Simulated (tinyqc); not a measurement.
From results back to parameters: deformation-potential model of the Delta valleys of a conduction band. Three cases, with inputs chosen for the exercise.

Problem. An ellipsoidal valley with ml > mt has the density-of-states mass m_d = (ml mt^2)^(1/3) and, averaged over equivalent valleys, the conductivity mass m_c = 3/(1/ml + 2/mt).

Find: K = ml/mt; mt; ml.

Method. With K = ml/mt, m_d/m_c = K^(1/3) (2 + 1/K)/3, which rises steadily for K > 1 and so fixes K; then mt = m_d K^(-1/3) and ml = K mt.

Case 1.

m_d = 0.3162315 m0
m_c = 0.2522479 m0

Solution.

K = ml/mt = 4.995
mt = 0.185 m0
ml = 0.924 m0

Case 2.

m_d = 0.3284695 m0
m_c = 0.2647984 m0

Solution.

K = ml/mt = 4.779
mt = 0.195 m0
ml = 0.932 m0

Case 3.

m_d = 0.3190800 m0
m_c = 0.2548504 m0

Solution.

K = ml/mt = 4.968
mt = 0.187 m0
ml = 0.929 m0

Computed by tinyqc, one run a case: `OMP_NUM_THREADS=1 python tinyqc.py N N+1 out.jsonl` with N = 1051562, 1080049, 1080062; one thread of a shared Intel(R) Xeon(R) Processor @ 2.30GHz, about 0.04 s a run at most.
